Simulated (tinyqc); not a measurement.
Inside a calculation. Method: sp3 tight binding, zinc-blende lattice. Computed by tinyqc, a small Python program that keeps every step. Command: `OMP_NUM_THREADS=1 python tinyqc.py 26399 26400 out.jsonl` (the two numbers bound the seeds that draw the settings). One thread of a shared host (Intel(R) Xeon(R) Processor @ 2.60GHz), about 0.01 s of CPU time with the checks.

## Bloch Hamiltonian at k

Parameters chosen for this model: zinc-blende lattice, anion at 0, cation at a/4 (1,1,1); V = eta hbar^2 / (m d^2), hbar^2/m = 7.619964 eV angstrom^2:
```
parameter          value      unit
a               4.210000  angstrom
d               1.822983  angstrom
Es anion      -15.110000        eV
Ep anion       -6.550000        eV
Es cation     -15.110000        eV
Ep cation      -6.550000        eV
eta ss         -1.400000
eta sp          1.840000
eta pp sigma    3.240000
eta pp pi      -0.810000
V ss           -3.210077        eV
V sp            4.218959        eV
V pp sigma      7.429036        eV
V pp pi        -1.857259        eV
```

k point k (2 pi / a): [0.01000, -0.11000, -0.71000]

Slater-Koster rules over the four bonds with direction cosines (l, m, n): ss V_ss; s-px l V_sp; px-s -l V_sp; px-px l^2 V_pps + (1 - l^2) V_ppp; px-py l m (V_pps - V_ppp); each times exp(i k.d).

H(k) at k (eV), order a s, a px, a py, a pz, c s, c px, c py, c pz:
```
[[-15.11000, 0.00000, 0.00000, 0.00000, -5.56415+0.03114i, -1.50415+0.06633i, 0.13539-0.73687i, 0.01158-8.61837i],
 [0.00000, -6.55000, 0.00000, 0.00000, 1.50415-0.06633i, 2.14617-0.01201i, 0.01471-10.95221i, 0.17205-0.93642i],
 [0.00000, 0.00000, -6.55000, 0.00000, -0.13539+0.73687i, 0.01471-10.95221i, 2.14617-0.01201i, -1.91147+0.08429i],
 [0.00000, 0.00000, 0.00000, -6.55000, -0.01158+8.61837i, 0.17205-0.93642i, -1.91147+0.08429i, 2.14617-0.01201i],
 [-5.56415-0.03114i, 1.50415+0.06633i, -0.13539-0.73687i, -0.01158-8.61837i, -15.11000, 0.00000, 0.00000, 0.00000],
 [-1.50415-0.06633i, 2.14617+0.01201i, 0.01471+10.95221i, 0.17205+0.93642i, 0.00000, -6.55000, 0.00000, 0.00000],
 [0.13539+0.73687i, 0.01471+10.95221i, 2.14617+0.01201i, -1.91147-0.08429i, 0.00000, 0.00000, -6.55000, 0.00000],
 [0.01158+8.61837i, 0.17205+0.93642i, -1.91147-0.08429i, 2.14617+0.01201i, 0.00000, 0.00000, 0.00000, -6.55000]]
```

## Levels at k

Diagonalise the Hermitian matrix.

eigenvalues (eV): [-24.49907, -18.38123, -17.94854, -17.40311, -0.49614, -0.43954, 4.72342, 4.92421]

weights |c|^2 of the basis functions, order a s, a px, a py, a pz, c s, c px, c py, c pz:
```
[[0.41909, 0.15595, 0.00300, 0.10250, 0.21150, 0.10532, 0.00075, 0.00188],
 [0.00027, 0.11858, 0.29260, 0.08208, 0.01635, 0.00904, 0.20029, 0.28078],
 [0.00174, 0.12664, 0.19870, 0.17279, 0.00060, 0.00115, 0.29721, 0.20118],
 [0.07890, 0.09883, 0.00570, 0.14263, 0.27155, 0.38449, 0.00174, 0.01616],
 [0.41909, 0.15595, 0.00300, 0.10250, 0.21150, 0.10532, 0.00075, 0.00188],
 [0.00027, 0.11858, 0.29260, 0.08208, 0.01635, 0.00904, 0.20029, 0.28078],
 [0.00174, 0.12664, 0.19870, 0.17279, 0.00060, 0.00115, 0.29721, 0.20118],
 [0.07890, 0.09883, 0.00570, 0.14263, 0.27155, 0.38449, 0.00174, 0.01616]]
```

## Bloch Hamiltonian at L

k point L (2 pi / a): [0.50000, 0.50000, 0.50000]

As before.

H(k) at L (eV), order a s, a px, a py, a pz, c s, c px, c py, c pz:
```
[[-15.11000, 0.00000, 0.00000, 0.00000, -4.53973+4.53973i, -3.44477+3.44477i, -3.44477+3.44477i, -3.44477+3.44477i],
 [0.00000, -6.55000, 0.00000, 0.00000, 3.44477-3.44477i, 1.75104-1.75104i, -4.37760+4.37760i, -4.37760+4.37760i],
 [0.00000, 0.00000, -6.55000, 0.00000, 3.44477-3.44477i, -4.37760+4.37760i, 1.75104-1.75104i, -4.37760+4.37760i],
 [0.00000, 0.00000, 0.00000, -6.55000, 3.44477-3.44477i, -4.37760+4.37760i, -4.37760+4.37760i, 1.75104-1.75104i],
 [-4.53973-4.53973i, 3.44477+3.44477i, 3.44477+3.44477i, 3.44477+3.44477i, -15.11000, 0.00000, 0.00000, 0.00000],
 [-3.44477-3.44477i, 1.75104+1.75104i, -4.37760-4.37760i, -4.37760-4.37760i, 0.00000, -6.55000, 0.00000, 0.00000],
 [-3.44477-3.44477i, -4.37760-4.37760i, 1.75104+1.75104i, -4.37760-4.37760i, 0.00000, 0.00000, -6.55000, 0.00000],
 [-3.44477-3.44477i, -4.37760-4.37760i, -4.37760-4.37760i, 1.75104+1.75104i, 0.00000, 0.00000, 0.00000, -6.55000]]
```

## Levels at L

As before.

eigenvalues (eV): [-24.12138, -21.86101, -15.21721, -15.21721, -3.28422, 2.11721, 2.11721, 5.94661]

## Bands along a path

The same steps at evenly spaced points between the labelled ones.

Bands along the path (eV):
```
k            band 1     band 2     band 3     band 4    band 5    band 6    band 7    band 8
L         -24.12138  -21.86101  -15.21721  -15.21721  -3.28422   2.11721   2.11721   5.94661
L-G 0.33  -25.81646  -19.06991  -14.45397  -14.45397  -2.98183   1.35397   1.35397   4.54820
L-G 0.67  -27.38335  -14.51851  -12.64729  -12.64729  -2.40587  -0.45271  -0.45271   0.98774
G         -27.95031  -11.50269  -11.50269  -11.50269  -2.26969  -1.59731  -1.59731  -1.59731
G-X 0.33  -27.18234  -14.08151  -14.08151  -13.36945  -1.45967  -1.30854   0.98151   0.98151
G-X 0.67  -24.94195  -17.55512  -17.55512  -17.29769  -0.66186  -0.41850   4.45512   4.45512
X         -21.47188  -21.47188  -18.93173  -18.93173  -0.18812  -0.18812   5.83173   5.83173
X-W 0.33  -21.47188  -21.47188  -18.93173  -18.93173  -0.18812  -0.18812   5.83173   5.83173
X-W 0.67  -21.47188  -21.47188  -18.93173  -18.93173  -0.18812  -0.18812   5.83173   5.83173
W         -21.47188  -21.47188  -18.93173  -18.93173  -0.18812  -0.18812   5.83173   5.83173
```

With 4 band(s) filled, the highest filled level on these points lies at G and the lowest empty one at L: a gap of 8.2185 eV, indirect.
